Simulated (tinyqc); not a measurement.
## Ideality, saturation current and resistance from three points

Question. Well above the saturation current a diode obeys V = n Vt ln(I/I0) + I Rs. Find n, Rs and I0.

Inputs (values chosen for the exercise):
- T = 325 K (temperature)

Constants: q = 1.602176634e-19 C, kB = 1.380649e-23 J/K, Vt = kB T/q. Results are converted to the units shown.

currents (A): [1e-5, 0.0002, 0.01]
voltages (V): [0.31262676, 0.43356550, 0.59770395]

Solution. V is linear in the three unknowns n Vt, Rs and -n Vt ln I0, so three points give a linear system.

n = 1.44
Rs = 0.650 ohm
I0 = 4.30e-9 A

Program tinyqc, `OMP_NUM_THREADS=1 python tinyqc.py 2260112 2260113 out.jsonl`; Intel Xeon 2.30GHz, shared host, one thread, about 0.01 s.
